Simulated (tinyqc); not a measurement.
Pariser-Parr-Pople SCF with singles CI, for the molecule Clc1cccc2c1C=C2 (SMILES; centres numbered as the heavy atoms are written), step by step. One step of it, computed by the program tinyqc.

Question. Singles CI, singlets. Over the 4 single excitations with the smallest orbital gaps: A = (e_a - e_i) delta + 2 (ia|jb) - (ij|ab), with (pq|rs) = sum c_mp c_mq gamma_mn c_nr c_ns. f = 2/3 w |mu|^2 in atomic units, mu = sqrt2 sum c_ia sum_m c_mi c_ma R_m.

orbital energies (eV): -14.473267  -13.396686  -11.618421  -10.187955  -8.474243  -2.567470  -0.541077  0.598917  3.046164

coefficients:
```
,MO1,MO2,MO3,MO4,MO5,MO6,MO7,MO8,MO9
1Cl,0.552055,0.745443,-0.161623,0.299586,0.076334,0.044465,-0.107994,0.042933,0.048650
2C,0.413359,0.075159,0.141867,-0.506087,-0.200359,-0.181818,0.554751,-0.246955,-0.324497
3C,0.249345,-0.033780,0.504658,-0.328151,0.285981,-0.317271,-0.233608,0.527788,0.242375
4C,0.195965,-0.136520,0.564914,0.175044,0.303350,0.310136,-0.274196,-0.521169,-0.241217
5C,0.221650,-0.255257,0.299224,0.519047,-0.172741,0.194994,0.554180,0.225881,0.317444
6C,0.332780,-0.368382,-0.109027,0.327921,-0.363386,-0.380695,-0.328427,0.166230,-0.470806
7C,0.392901,-0.250149,-0.183941,-0.325797,-0.395706,0.363624,-0.326069,-0.156692,0.472649
8C,0.241897,-0.262656,-0.362342,-0.133736,0.472109,0.480012,0.122619,0.374690,-0.338516
9C,0.225915,-0.294046,-0.336744,0.121780,0.488738,-0.471735,0.120401,-0.378673,0.339093
```

repulsion gamma_rs (eV), lower triangle:
```
,1Cl,2C,3C,4C,5C,6C,7C,8C,9C
1Cl,13.000000
2C,5.551004,11.130000
3C,3.979339,5.345532,11.130000
4C,2.939740,3.872054,5.344436,11.130000
5C,2.669645,3.517643,3.872195,5.346233,11.130000
6C,2.939766,3.872195,3.517129,3.872238,5.345532,11.130000
7C,3.979488,5.346233,3.872238,3.517231,3.872054,5.344436,11.130000
8C,3.168229,3.602214,2.813578,2.683442,3.100047,4.399289,5.347078,11.130000
9C,2.589432,3.100002,2.683192,2.813343,3.601466,5.346229,4.398836,5.346229,11.130000
```

Centres (angstrom, eV; a flat drawing with bonds scaled to 1.40 angstrom):
```
centre,x,y,core charge z,W,gamma_rr
1Cl,1.589000,2.002000,2,26.000000,13.000000
2C,0.990000,0.736000,1,11.160000,11.130000
3C,1.787000,-0.415000,1,11.160000,11.130000
4C,1.188000,-1.681000,1,11.160000,11.130000
5C,-0.207000,-1.795000,1,11.160000,11.130000
6C,-1.004000,-0.644000,1,11.160000,11.130000
7C,-0.405000,0.622000,1,11.160000,11.130000
8C,-1.670000,1.220000,1,11.160000,11.130000
9C,-2.269000,-0.045000,1,11.160000,11.130000
```

Give: singlet CI matrix; singlet excitation energies; oscillator strengths.

Answer.

singlet CI matrix (eV), lower triangle:
```
,5>6,4>6,5>7,3>6
5>6,2.1591
4>6,-0.0107,4.5260
5>7,-0.0466,-0.9447,4.7639
3>6,0.0552,-0.0351,-0.1023,6.0951
```

singlet excitation energies (eV): 2.1572  3.6900  5.5916  6.1053

oscillator strengths: 0.0046  0.0046  1.2185  0.5243
